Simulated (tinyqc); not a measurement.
Current of a Schottky diode by thermionic-emission-diffusion theory, and its read-back from I-V-T and C-V data: one step, computed by the program tinyqc.

Full ionisation, no tunnelling, no recombination current. V is the voltage across the junction itself, forward positive.

Task: Current. N_c(T) = N_c (T/300 K)^(3/2); V_bi = phi_0 - (k_B T/e) ln(N_c(T)/N); surface field F = sqrt(2 e N (V_bi - V - k_B T/e)/(eps eps_0)); image lowering d_phi = sqrt(e F/(4 pi eps eps_0)); effective barrier phi = phi_0 - d_phi - sigma^2 (1 - rho V)/(2 k_B T). Collection velocity v_R = A* T^2/(e N_c(T)); diffusion velocity v_D = mu F; J = e N_c(T) v_R/(1 + v_R/v_D) exp(-phi/k_B T) [exp(e V/k_B T) - 1]. Terminal voltage V + J R_s.

Inputs (values chosen for the exercise, modelled on n-type amorphous oxide): Richardson constant A* = 38.8 A/(cm^2 K^2); effective density of states at 300 K, N_c = 4.8e+18 1/cm^3; permittivity eps = 10; mobility mu = 12 cm^2/(V s); barrier without image force phi_0 (mean) = 0.849 eV; doping N = 1.4e+16 1/cm^3; series resistance R_s = 0.17 milliohm cm^2; junction voltage V = 0.43 V; temperature T = 250 K; standard deviation sigma = 76 meV; relative change of sigma^2 with bias, rho = 0.3 1/V.

Barrier: Gaussian spread of heights.

Constants: k_B = 8.617333262e-05 eV/K; e = 1.602176634e-19 C; eps_0 = 8.8541878128e-12 F/m.

Give: v_R; v_D; current density J; terminal voltage.

Result:

v_R = 4.145e+06 cm/s

v_D = 4.500e+05 cm/s

current density J = 0.5640 A/cm^2

terminal voltage = 0.4301 V

v_D/v_R = 0.109: drift and diffusion through the depletion layer limit the current.
